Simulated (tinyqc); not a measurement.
Transit time and capacitance from two cut-off frequencies.

Problem. 1/(2 pi fT) = tauF + Vt C/JC, C the sum of the junction capacitances per area. Find C, tauF and the limit of fT at high current.

Parameters, values chosen for the exercise:

| symbol | value | unit | meaning |
|---|---|---|---|
| T | 350 | K | temperature |

Constants: q = 1.602176634e-19 C, kB = 1.380649e-23 J/K, Vt = kB T/q. Results are converted to the units shown.

JC (mA/um^2): [0.042, 0.24]
fT (GHz): [43.142632, 63.406268]

Answer. The delay is a straight line in 1/JC with slope Vt C and intercept tauF.

C = 1.990 fF/um^2
tauF = 2.260 ps
limit of fT = 70.42 GHz

Numbers from tinyqc (`OMP_NUM_THREADS=1 python tinyqc.py 2320052 2320053 out.jsonl`; about 0.01 s on one thread of a shared Intel Xeon 2.30GHz).
